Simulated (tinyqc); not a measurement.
# Finnis-Sinclair potential for a bcc metal: fit to cohesion and elasticity, then vacancy, surfaces and structure, step by step

A worked calculation. Computed by tinyqc, a small Python program that keeps every step. Command: `OMP_NUM_THREADS=1 python tinyqc.py 3110744 3110745 out.jsonl fsfit walk`. One thread of a shared host (Intel(R) Xeon(R) Processor @ 2.30GHz), about 0.01 s of CPU time with the checks. Intermediate numbers are printed to about 5 digits and carried at full precision; extremes and crossings named in words are read from the listed rows.

E = (1/2) sum V(r) - A sqrt(rho), rho = sum phi(r), phi = (r - d)^2 for r < d, V = (r - c)^2 (c0 + c1 r + c2 r^2) for r < c. In bcc the 8 first neighbours lie at sqrt(3) a/2 and the 6 second at a; both cut-offs lie below the third shell; Omega = a^3/2; E is per atom and z the number of atoms in a shell. The four constants A, c0, c1, c2 are fitted to E_c, zero pressure, B and C12 - C44 alone, so C44 and C11 - C12 are not matched singly; defects are unrelaxed.

Inputs (values chosen for the exercise, modelled on niobium):
```
quantity,value,unit
lattice constant a,3.3,angstrom
cohesive energy E_c,7.47,eV
target C11,253,GPa
target C12,138,GPa
target C44,28.8,GPa
density cut-off d/a,1.174,-
pair cut-off c/a,1.268,-
```

Constants: 1 eV/angstrom^3 = 160.2176634 GPa; 1 eV/angstrom^2 = 16.02176634 J/m^2.

## Density sums and the constant A

rho = sum z phi, rho1 = sum z r phi', rho2 = sum z r^2 phi''. At zero pressure the effective pair part V + 2 F' phi obeys C12 = C44, so C12 - C44 = F'' (rho1/3)^2/Omega with F'' = A/(4 rho^(3/2)); this gives A.

rho = 10.241 angstrom^2

rho1 = -69.211 angstrom^2

rho2 = 261.36 angstrom^2

A = 3.0166 eV/angstrom

## Three linear equations for c0, c1, c2

With v_k = (r - c)^2 r^k the rows are (1/2) sum z v_k, (1/2) sum z r v_k' and (1/2) sum z r^2 v_k''. With rho1 = sum z r phi' and rho2 = sum z r^2 phi'' the right-hand sides are: -E_c + A sqrt(rho) (cohesion); A rho1/(2 sqrt(rho)) (zero pressure); 9 B Omega + A [rho2/(2 sqrt(rho)) - rho1^2/(4 rho^(3/2))] with B = (C11 + 2 C12)/3.

matrix:
```
,c0,c1,c2
cohesion,9.39,27.86,83.04
pressure,-47.84,-116.60,-272.32
bulk modulus,130.68,113.43,-342.31
```

right-hand side (eV): [2.18, -32.62, 190.94]

## Solution

Solve the three equations.

c0, c1, c2 (eV/angstrom^2, eV/angstrom^3, eV/angstrom^4): [-2.0080, 2.3658, -0.5404]

## Elastic constants of the fitted potential

Second differences of E with strains of 1e-4: e_xx gives C11, (e_xx, e_yy) = (1, -1) gives 2 (C11 - C12), an engineering shear gives C44. B and C12 - C44 are fitted; the one combination left tests the choice of d.

C11 = 257.64 GPa

C12 = 135.68 GPa

C44 = 26.478 GPa

error of C44 = -8.0612 %

error of C' = (C11 - C12)/2 = 6.0564 %

C44 comes out low and C' high: with B and C12 - C44 fixed, C44 + 2 C'/3 is fixed too, so the two errors have opposite signs.

## Unrelaxed vacancy

E_v = -A sum_shells z [sqrt(rho - phi(r)) - sqrt(rho)] - (1/2) sum z V(r): the neighbours lose one bond each, and the atom is put back in the bulk.

V at the two shells (eV): [0.59662, -0.06753]

phi at the two shells (angstrom^2): [1.0329, 0.3297]

vacancy energy E_v = 2.7542 eV

E_v/E_c = 0.36870

A pair potential would give E_v = E_c; the square root lowers the ratio to 0.37.

## Unrelaxed surfaces

An atom in layer i below the surface keeps only neighbours no higher than the top layer; gamma = sum_i (E_i + E_c)/(area per surface atom), with layer spacings a/2, a/sqrt2 and areas a^2, a^2/sqrt2 for (100) and (110).

Excess energy by layer (eV):
```
face,layer 1,layer 2,layer 3
(100),1.241866,0.190431,0
(110),0.854489,0.000000,0
```

gamma(100) = 2.1072 J/m^2

gamma(110) = 1.7779 J/m^2

gamma(100)/gamma(110) = 1.19.

## bcc against fcc

E of each lattice against the volume per atom, as a multiple of Omega; all neighbours inside the cut-offs are summed.

Energies (eV/atom):
```
V/Omega,bcc,fcc,fcc less bcc (meV)
0.80,-7.0298,-6.8825,147.30
0.84,-7.1936,-6.9855,208.06
0.88,-7.3177,-7.0628,254.82
0.92,-7.4037,-7.1204,283.32
0.96,-7.4538,-7.1645,289.33
1.00,-7.4700,-7.2009,269.08
1.05,-7.4460,-7.2357,210.37
1.10,-7.3771,-7.2318,145.31
1.20,-7.1227,-7.1083,14.42
```

The lowest fcc row, at V/Omega = 1.05, lies +234 meV from the bcc minimum: the fit keeps bcc stable, though nothing in it asked for that.

Checks made by the program: B and C12 - C44 recovered (relative difference 1e-07).
